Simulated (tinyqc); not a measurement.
Reaction control against transport control: chemical vapour deposition: Grove model, boundary layer, depletion and step coverage. Computed by tinyqc, a small Python program. Command: `OMP_NUM_THREADS=1 python tinyqc.py 3010887 3010888 out.jsonl cvd walk`. One thread of a shared host (Intel(R) Xeon(R) Processor @ 2.30GHz), about 0.01 s of CPU time with the checks.

A precursor diffuses to the surface and reacts there at first order; each molecule that reacts adds one formula unit of film.

Inputs (values chosen for the exercise, close to those used for silicon nitride (counted as SiN4/3)):
```
quantity                                            value                unit
prefactor k0 of k_s                               7.3e+08                cm/s
activation energy E                                  1.71                  eV
temperature T                                         700                   C
total pressure p                                      760                torr
mole fraction of the precursor Y                   0.0037                   -
gas diffusivity D0 at 273.15 K and 760 torr          0.31              cm^2/s
film density N                                      4e+22  formula units/cm^3
gas velocity U                                        9.7                cm/s
kinematic viscosity nu0 at 273.15 K and 760 torr     0.35              cm^2/s
susceptor length L                                     19                  cm
channel height b                                      3.4                  cm
```

Reactor: horizontal, atmospheric.

Constants: k_B = 8.617333262e-05 eV/K; k_B = 1.380649e-23 J/K.

Method:
- k_s = k0 exp(-E/(k_B T)); C_g = Y p/(k_B T), 1 torr = 133.322 Pa; D = D0 (T/273.15)^1.75 (760/p).
- nu = nu0 (T/273.15)^1.75 (760/p); Re = U L/nu; mean boundary layer delta = (2/3) L/sqrt(Re), at most b/2; h_g = D/delta.
- Fluxes in series: C_s = C_g/(1 + k_s/h_g); growth rate G = k_s h_g/(k_s + h_g) C_g/N; 1 cm/s = 6e8 nm/min.
- Temperatures in kelvin are T(C) + 273.15.

Rates:
```
T (C)  k_s (cm/s)  h_g (cm/s)  G (nm/min)  reaction limit (nm/min)  transport limit (nm/min)
500    5.2082e-03      1.3958        2.73               2.7438e+00                    735.31
550    2.4761e-02      1.4744       12.05               1.2252e+01                    729.57
600    9.8466e-02      1.5525       43.19               4.5933e+01                    724.21
650    3.3719e-01      1.6300      123.27               1.4877e+02                    719.19
700    1.0175e+00      1.7070      266.82               4.2586e+02                    714.46
750    2.7561e+00      1.8391      439.12               1.0972e+03                    732.13
800    6.8036e+00      1.9992      586.47               2.5823e+03                    758.81
850    1.5497e+01      2.1651      688.92               5.6199e+03                    785.17
900    3.2906e+01      2.3366      757.46               1.1425e+04                    811.24
```

What follows from these numbers?

The apparent activation energy of G is 1.63 eV between the first rows and 0.22 eV between the last, against E = 1.71 eV. k_s passes h_g between 700 and 750 C, where control shifts from the surface to the gas. In the reaction limit the slope is E - k_B T, because C_g falls as 1/T; any further lowering comes from transport. The transport limit turns upwards in the rows where delta has reached its cap b/2.

Extremes, crossings and ranges named in words are read from the listed rows.
